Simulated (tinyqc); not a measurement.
Schottky barrier with interface states (Cowley-Sze model), image lowering and contact resistance: one step, computed by the program tinyqc.

An n-type semiconductor under a metal. The barrier lies between the Schottky-Mott limit phi_M - chi and the Bardeen limit E_g - E_n, E_n being the neutrality level of the interface states; the space-charge term of the full Cowley-Sze expression is left out.

Task: Pinning factor and barrier. S = 1/(1 + e^2 D delta/(eps_i eps_0)); for D per eV, e^2 D is the number e x D in SI units, with 1 cm^-2 = 1e4 m^-2. phi_B = S (phi_M - chi) + (1 - S)(E_g - E_n); the hole barrier is E_g - phi_B.

Inputs (values chosen for the exercise, with gap, mass and screening modelled on silicon):

| quantity | value | unit |
|---|---|---|
| gap E_g | 1.11 | eV |
| electron affinity chi | 3.96 | eV |
| metal work function phi_M | 4.25 | eV |
| neutrality level E_n above the valence band | 0.505 | eV |
| interface-state density D | 3.8e+12 | cm^-2 eV^-1 |
| dipole layer thickness delta | 0.39 | nm |
| dipole layer constant eps_i | 1 | - |

Pinning factor from: interface states.

Constants: e = 1.602176634e-19 C; eps_0 = 8.8541878128e-12 F/m.

Give: pinning factor S; Schottky-Mott barrier; Bardeen barrier; barrier phi_B; hole barrier.

Result:

pinning factor S = 0.7885

Schottky-Mott barrier = 0.29 eV

Bardeen barrier = 0.605 eV

barrier phi_B = 0.3566 eV

hole barrier = 0.7534 eV

The contact is weakly pinned: the barrier follows the metal.
